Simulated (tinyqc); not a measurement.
## Thermal resistances of a two-die stack

Question. Heat leaves through the lower die only, and the system is linear. Find the resistance R1 from the lower die to the coolant, R2 between the dies, and the rise of the upper die when both are powered.

Parameters, values chosen for the exercise: power of the lower die P1 = 15 W; power of the upper die P2 = 7 W.

rises of the lower and upper die with only the lower one powered (K): 5.4  5.4
rises of the lower and upper die with only the upper one powered (K): 2.52  5.32

Solution. With only the lower die powered no heat crosses R2, so both dies rise by P1 R1; the difference in the second test is P2 R2; rises add.

R1 = 0.3600 K/W
R2 = 0.4000 K/W
rise of the upper die = 10.72 K

Computed by the program tinyqc: `OMP_NUM_THREADS=1 python tinyqc.py 2162240 2162241 out.jsonl`, one thread of a shared Intel Xeon 2.30GHz, about 0.04 s for the whole run.
